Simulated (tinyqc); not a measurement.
# Thermal, flicker and telegraph noise of a field-effect transistor, step by step

A worked calculation. Computed by tinyqc, a small Python program that keeps every step. Command: `OMP_NUM_THREADS=1 python tinyqc.py 3000864 3000865 out.jsonl noise walk`. One thread of a shared host (Intel(R) Xeon(R) Processor @ 2.30GHz), about 0.01 s of CPU time with the checks. Intermediate numbers are printed to about 6 digits and carried at full precision; extremes and crossings named in words are read from the listed rows.

Strong inversion, threshold roll-off and channel-length modulation left out; noise sources are uncorrelated and are given as one-sided spectral densities.

Inputs (values chosen for the exercise, modelled on a silicon n-channel):

| quantity | value | unit |
|---|---|---|
| width W | 1.8 | micrometre |
| length L | 260 | nm |
| electrical oxide thickness t | 2.3 | nm |
| mobility mu | 260 | cm^2/(V s) |
| saturation velocity v_s | 0.77 | 1e7 cm/s |
| overdrive V_ov | 0.36 | V |
| thermal noise factor gamma | 1.6 | - |
| oxide trap density N_t | 3e+18 | 1/(eV cm^3) |
| oxide barrier phi | 3.1 | eV |
| oxide mass m_ox | 0.34 | m_0 |
| frequency f | 300 | Hz |
| temperature T | 300 | K |

Operating region: saturation. Flicker model: number fluctuation.

Constants: eps_0 = 8.8541878128e-12 F/m; hbar = 1.054571817e-34 J s; m_0 = 9.1093837015e-31 kg; e = 1.602176634e-19 C; k_B = 8.617333262e-05 eV/K; k_B = 1.380649e-23 J/K.

## Operating point

C_ox = 3.9 eps_0/t; V_c = 2 v_s L/mu; I = W C_ox v_s V_ov^2/(V_ov + V_c); g_m = W C_ox v_s V_ov (V_ov + 2 V_c)/(V_ov + V_c)^2; g_d0 = mu C_ox (W/L) V_ov.

C_ox = 1.50136 microfarad/cm^2

drain current I = 141.938 microampere

g_m = 713.843 microsiemens

g_d0 = 972.883 microsiemens

## Flicker noise

Tunnelling length lambda = hbar/(2 sqrt(2 m_ox phi)); flat-band noise S_Vfb = e^2 k_B T lambda N_t/(W L C_ox^2 f). S_I = g_m^2 S_Vfb.

tunnelling length lambda = 0.950629 angstrom

S_Vfb = 5.98011e-12 V^2/Hz

flicker S_I = 3.04729e-18 A^2/Hz

flicker S_I/I^2 = 1.51256e-10 1/Hz

## Thermal noise and corner

Thermal: S_I = 4 k_B T gamma g_d0; input-referred S_V = S_I/g_m^2; corner f_c where flicker equals thermal. Total input noise from 1 Hz to f_c: sqrt(S_V,thermal [f_c ln(f_c/1 Hz) + f_c - 1 Hz]).

thermal S_I = 2.57896e-23 A^2/Hz

input-referred thermal noise = 7.11410 nV/sqrt(Hz)

corner frequency f_c = 3.54479e+07 Hz

input noise up to f_c = 181.606 microvolt

full shot noise 2eI over thermal S_I = 1.76358

At f the noise is flicker dominated (f_c/f = 118000).

## How many traps?

Active traps per decade of time constant: N_dec = N_t k_B T W L lambda ln(10); a single trap at the interface shifts the threshold by e/(W L C_ox) and the current by g_m times that; tunnelling depth for frequency f, z = lambda ln(1/(2 pi f tau_0)), tau_0 = 1e-10 s.

traps per decade = 7.94489

threshold step of one trap = 0.0228023 mV

current step of one trap = 0.0114678 %

depth probed at f = 1.47197 nm

With several traps per decade their Lorentzians merge into 1/f.

## Telling the models apart

The formulas are those given above.

Against the overdrive:

| V_ov (V) | I (microampere) | (g_m/I)^2 (1/V^2) | S_I/I^2 (1/Hz) | S_I/g_m^2 (V^2/Hz) |
|---|---|---|---|---|
| 0.20 | 47.837 | 88.8360 | 5.31249e-10 | 5.98011e-12 |
| 0.25 | 72.657 | 55.3736 | 3.31140e-10 | 5.98011e-12 |
| 0.32 | 114.561 | 32.6311 | 1.95138e-10 | 5.98011e-12 |
| 0.40 | 171.620 | 20.1111 | 1.20266e-10 | 5.98011e-12 |
| 0.50 | 255.011 | 12.3187 | 7.36673e-11 | 5.98011e-12 |
| 0.63 | 380.601 | 7.3646 | 4.40409e-11 | 5.98011e-12 |
| 0.80 | 569.132 | 4.2959 | 2.56898e-11 | 5.98011e-12 |
| 1.00 | 819.247 | 2.5802 | 1.54299e-11 | 5.98011e-12 |

S_I/I^2 falls as V_ov^-2.12 at first and V_ov^-2.28 at the end; (g_m/I)^2 as V_ov^-2.12 and V_ov^-2.28. The two run parallel and the input-referred noise is flat: the mark of pure number fluctuation.

Checks made by the program: g_m against a numerical derivative of I (relative difference below 1e-10).
